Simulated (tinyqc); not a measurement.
From phase of H(2 pi f) back to substrate conductivity kappa: time-domain thermoreflectance: layered heat flow under a modulated pulse train, and what the signal ratio measures. Computed by tinyqc, a small Python program. Command: `OMP_NUM_THREADS=1 python tinyqc.py 3111557 3111558 out.jsonl tdtr inv`. One thread of a shared host (Intel(R) Xeon(R) Processor @ 2.30GHz), about 0.03 s of CPU time with the checks.

Pulses repeat at 80 MHz; heat is laid down at the surface, all layers are isotropic.

Inputs (values chosen for the exercise, modelled on aluminium on germanium):
```
quantity                                value        unit
metal thickness d                         100          nm
metal conductivity                        140     W/(m K)
metal heat capacity                      2.42  MJ/(m^3 K)
boundary conductance G under the metal     40  MW/(m^2 K)
substrate heat capacity C                1.68  MJ/(m^3 K)
modulation frequency f                      2         MHz
spot radius w (1/e^2, pump and probe)     8.4  micrometre
```

Stack: metal, substrate.

Method. For radial wave number k and angular frequency W each layer has u = sqrt(4 pi^2 k^2 + i W C/kappa) and gamma = kappa u. Surface impedance from below: Z = 1/gamma for the substrate; a layer of thickness L maps Z to (Z + tanh(u L)/gamma)/(1 + gamma Z tanh(u L)); a boundary adds 1/G. Response per absorbed watt H(W) = 2 pi int_0^(2/w) Z(k, W) exp(-pi^2 k^2 w^2) k dk by 20 Gauss-Legendre points.

Task: A run gave the result below. Find the substrate conductivity kappa, known to lie between 45 and 74 W/(m K).

phase of H(2 pi f) = -27.82393 degrees

Result:

Each step takes the trial c = (a f_b - b f_a)/(f_b - f_a), f being the result less the target and a, b, c the logarithms of the listed values; c replaces end b, the old b replaces a if the sign of f changed, and otherwise f_a is halved.

Scan of the range:
```
substrate conductivity kappa (W/(m K))  phase of H(2 pi f) (degrees)
45.0                                                        -30.2471
48.9                                                        -29.5606
53.1                                                        -28.8753
57.7                                                        -28.1803
62.7                                                        -27.4812
68.1                                                        -26.7831
74.0                                                        -26.0784
```

False position (Illinois rule, in the logarithm of the input) inside the bracket:
```
step    end a    end b    trial  phase of H(2 pi f) (degrees)
1     57.7000  62.7000  60.1969                      -27.8244
2     62.7000  60.1969  60.2000                      -27.8239
3     62.7000  60.2000  60.2000                      -27.8239
4     60.2000  60.2000  60.2000                      -27.8239
```

Phase of H(2 pi f) rises at every point of a 13-point scan of the range (every second point is shown), so one value fits; it is bracketed by 57.7 and 62.7. Answer: substrate conductivity kappa = 60.20 W/(m K).
